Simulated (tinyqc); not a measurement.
# Worked calculation: threshold of a short bulk MOSFET: charge sharing, barrier lowering, narrow width

Numbers from tinyqc (`OMP_NUM_THREADS=1 python tinyqc.py 2002033 2002034 out.jsonl`; about 0.01 s on one thread of a shared Intel Xeon 2.30GHz). Printed values are rounded.

n-channel device on a p-type body, depletion approximation, full ionisation. Uniform doping N = Na. Vbi from Boltzmann statistics is rough for the degenerate source. Cox = eps0 eox/tox.

Inputs (values chosen for the exercise); band and dielectric values close to those of silicon: temperature T = 300 K; band gap Eg = 1.12 eV; relative permittivity eps_r = 11.6; conduction-band density of states at T Nc = 2.77e19 cm^-3; valence-band density of states at T Nv = 2.61e19 cm^-3; relative permittivity of the gate insulator (close to aluminium oxide) eox = 9.23; insulator thickness tox = 21 nm; channel doping Na = 4.4e17 cm^-3; source and drain doping Nsd = 1e20 cm^-3; flat-band voltage for the doping Na Vfb = -0.84 V; junction depth xj = 54 nm; body-source voltage Vbs = 0 V; drain-source voltage Vds = 0.05 V; gate width W = 210 nm; shape factor of the fringing depletion at the width edges xw = 1.5708; channel length L = 330 nm.

Constants: q = 1.602176634e-19 C, kB = 1.380649e-23 J/K, Vt = kB T/q, eps0 = 8.8541878128e-14 F/cm where lengths are in cm. Results are converted to the units shown.

## Long-channel threshold and scales

ni = sqrt(Nc Nv) exp(-Eg/(2 Vt)), Eg in volts; 2 pB = 2 Vt ln(N/ni); flat band Vfb - Vt ln(N/Na); Wd = sqrt(2 eps0 eps_r (2 pB - Vbs)/(q N)); body term q N Wd/Cox; long-channel VT0 = flat band + 2 pB + body term; Vbi = Vt ln(N Nsd/ni^2); scale length l = sqrt((eps_r/eox) tox Wd).

N = 4.4e17 cm^-3
2 pB = 0.9073588 V
flat band = -0.84 V
Wd = 51.41932 nm
body term = 0.9314473 V
VT0 = 0.9988061 V
Vbi = 1.047636 V
l = 36.83842 nm

## Short-channel and narrow-width shifts

Charge sharing (trapezoid; it ignores Vds): F = (xj/L)(sqrt(1 + 2 Wd/xj) - 1), lowering = body term times F. Barrier lowering: th = exp(-L/(2 l)) + 2 exp(-L/l), lowering = th [2 (Vbi - 2 pB) + Vds], DIBL = th. Narrow width: rise = body term times xw Wd/W. VT by each model = VT0 - lowering + rise.

F = 0.1152386
lowering by charge sharing = 107.3387 mV
th = 0.01160192
lowering of the barrier = 3.835059 mV
DIBL = 11.60192 mV/V
narrow-width rise = 358.2500 mV
VT, charge sharing = 1.249717 V
VT, barrier lowering = 1.353221 V

L is 8.96 scale lengths. The charge-sharing lowering is 28.0 times the barrier lowering; the first falls off as 1/L and the second exponentially. Both describe the same loss of gate control, so they are alternatives and are not added.
